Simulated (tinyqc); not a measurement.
Conduction-band offset of an n-N heterojunction from carrier-profile moments: effect of the doping of the wide-gap layer.

Layer 1 (x < 0) accumulates electrons and layer 2 (x > 0) is depleted. Boltzmann statistics. The bands bend down by V1 in layer 1 and up by V2 in layer 2, with V1 + V2 = VD = dE + Vt ln[(N2/Nc2)/(N1/Nc1)].

Sheet densities from the first integral: Q1 = sqrt((2 eps0 eps_r Vt N1/q)(exp(u1) - u1 - 1)) extra electrons, Q2 = sqrt((2 eps0 eps_r Vt N2/q)(exp(-u2) + u2 - 1)) missing ones, u = V/Vt; neutrality Q1 = Q2 + si.

Parameters, values chosen for the exercise; values of the order of III-V alloys: temperature T = 200 K; relative permittivity of both layers eps_r = 12; density of states of the narrow-gap layer 1 Nc1 = 3.4e17 cm^-3; density of states of the wide-gap layer 2 Nc2 = 6.9e17 cm^-3; conduction-band offset dE = 0.24 eV; donor density in layer 1 N1 = 5.8e15 cm^-3; fixed charge at the interface si = 0 cm^-2.

Constants: q = 1.602176634e-19 C, kB = 1.380649e-23 J/K, Vt = kB T/q, eps0 = 8.8541878128e-14 F/cm where lengths are in cm. Results are converted to the units shown.

Results:
```
N2 (cm^-3)   VD (V)    V1 (V)  Q1 (cm^-2)  n(0-)/Nc1
1.2e15      0.20065  0.025424   5.0145e10   0.074578
2e15        0.20945  0.030944   6.5407e10    0.10273
3.5e15      0.21910  0.037746   8.7284e10    0.15245
5.9e15      0.22810  0.044730   1.1402e11    0.22861
1e16        0.23719  0.052312   1.4911e11    0.35493
1.7e16      0.24634  0.060365   1.9505e11    0.56633
4.9e16      0.26458  0.077327   3.3241e11     1.5153
8.4e16      0.27387  0.086262   4.3568e11     2.5447
```

Estimate the missing row, N2 = 2.9e16 cm^-3.

Computed row:
```
N2 (cm^-3)   VD (V)    V1 (V)  Q1 (cm^-2)  n(0-)/Nc1
2.9e16      0.25554  0.068802   2.5534e11    0.92403
```

With this row back in the table: Q1 rises from 5.01e10 to 4.36e11 cm^-2, as N2^(0.51) over the table, while VD grows by Vt ln 10 a decade and the share V1/VD rises from 0.127 to 0.315. For N2 = 1.7e16, 2.9e16, 4.9e16, 8.4e16 n(0-) nears or passes Nc1, where degeneracy and quantisation lower Q1.

Program tinyqc, `OMP_NUM_THREADS=1 python tinyqc.py 2410091 2410092 out.jsonl`; Intel Xeon 2.30GHz, shared host, one thread, about 0.07 s.
